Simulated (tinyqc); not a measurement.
# Inputs raised by 5 %, one at a time

Model: minority-electron transport through the base of a bipolar transistor (Moll-Ross and Kroemer integrals). Computed by tinyqc, a small Python program. Command: `OMP_NUM_THREADS=1 python tinyqc.py 3017710 3017711 out.jsonl base sens`. One thread of a shared host (Intel(R) Xeon(R) Processor @ 2.30GHz), about 0.01 s of CPU time with the checks.

Low injection, one dimension, x from the emitter edge (0) to the collector edge (W), s = x/W. Recombination is treated as a small correction (valid for tau_B well below tau_n), computed from the stored charge.

Inputs (values chosen for the exercise, modelled on silicon):
```
quantity                                     value        unit
intrinsic density n_i at the emitter edge    9e+09      1/cm^3
base doping at the emitter edge N_0        1.8e+18      1/cm^3
base width W                                    99          nm
mu_min                                         200  cm^2/(V s)
mu_max                                        1310  cm^2/(V s)
N_ref                                      2.4e+17      1/cm^3
saturation velocity v_s                       0.81    1e7 cm/s
electron lifetime tau_n                        2.4          ns
emitter Gummel number G_E                  2.5e+14      s/cm^4
base-emitter voltage V_BE                      0.7           V
temperature T                                  300           K
doping ratio N_0/N(W)                           31           -
gap narrowing across the base dE_g              58         meV
```

Base doping profile: Gaussian. Gap grading: linear. Exit of the base: saturation velocity.

Constants: k_B = 8.617333262e-05 eV/K; e = 1.602176634e-19 C.

Method:
- N(x) = N_0 (ratio)^(-s^2); n_i(x)^2 = n_i^2 exp(s dE_g/k_B T); D(x) = (k_B T/e) mu, mu = mu_min + (mu_max - mu_min)/(1 + (N/N_ref)^0.7).
- With y(x) = N n_i^2/(D n_i(x)^2): base Gummel number G_B = int_0^W y dx + N(W) n_i^2/(v_s n_i(W)^2); J_C = e n_i^2 exp(e V_BE/k_B T)/G_B; n(x) = (J_C/e)(n_i(x)^2/(N n_i^2)) [int_x^W y dx + the same exit term]; transit time tau_B = (e/J_C) int n dx; trapezoid rule on 401 even points.
- Emitter-limited gain beta_E = G_E/G_B; recombination-limited gain beta_R = tau_n/tau_B; 1/beta = 1/beta_E + 1/beta_R; f_T from the base alone = 1/(2 pi tau_B).

Runs; columns: (1) input moved; (2) from; (3) to; (4) base transit time tau_B (ps); (5) current gain beta; (6) collector current density J_C (A/cm^2); (7) base Gummel number G_B (s/cm^4):
```
(1)                                               (2)       (3)     (4)     (5)     (6)         (7)
base run                                            -         -  1.1506  466.47  17.926  4.1609e+11
base doping at the emitter edge N_0 (1/cm^3)  1.8e+18  1.89e+18  1.1647  442.82  16.828  4.4324e+11
base width W (nm)                                  99    103.95  1.2607  440.00  17.074  4.3685e+11
doping ratio N_0/N(W)                              31     32.55  1.1402  468.88  17.999  4.1441e+11
gap narrowing across the base dE_g (meV)           58      60.9  1.1330  476.02  18.319  4.0716e+11
mu_min (cm^2/(V s))                               200       210  1.1378  474.00  18.241  4.0891e+11
mu_max (cm^2/(V s))                              1310    1375.5  1.1149  481.52  18.506  4.0305e+11
saturation velocity v_s (1e7 cm/s)               0.81    0.8505  1.1435  467.15  17.928  4.1605e+11
```

Exponents ln(y'/y) / ln(x'/x):
```
input                                base transit time tau_B  current gain beta  collector current density J_C  base Gummel number G_B
base doping at the emitter edge N_0                    0.249             -1.066                         -1.296                   1.296
base width W                                           1.873             -1.197                         -0.998                   0.998
doping ratio N_0/N(W)                                 -0.186              0.106                          0.083                  -0.083
gap narrowing across the base dE_g                    -0.315              0.416                          0.445                  -0.445
mu_min                                                -0.230              0.328                          0.357                  -0.357
mu_max                                                -0.646              0.651                          0.652                  -0.652
saturation velocity v_s                               -0.127              0.030                          0.002                  -0.002
```

Which inputs matter most for each result?

Among the inputs moved here: base transit time tau_B answers most in size to base width W (exponent +1.873), next to mu_max (-0.646). Current gain beta answers most in size to base width W (exponent -1.197), next to base doping at the emitter edge N_0 (-1.066). Collector current density J_C answers most in size to base doping at the emitter edge N_0 (exponent -1.296), next to base width W (-0.998). Base Gummel number G_B answers most in size to base doping at the emitter edge N_0 (exponent +1.296), next to base width W (+0.998). Its exponent +0.998 in base width W: G_B counts dopants per area.

Caution (all rows): the mean velocity exceeds v_s, so drift-diffusion with a low-field mobility overstates the speed.

Extremes, crossings and ranges named in words are read from the listed rows.
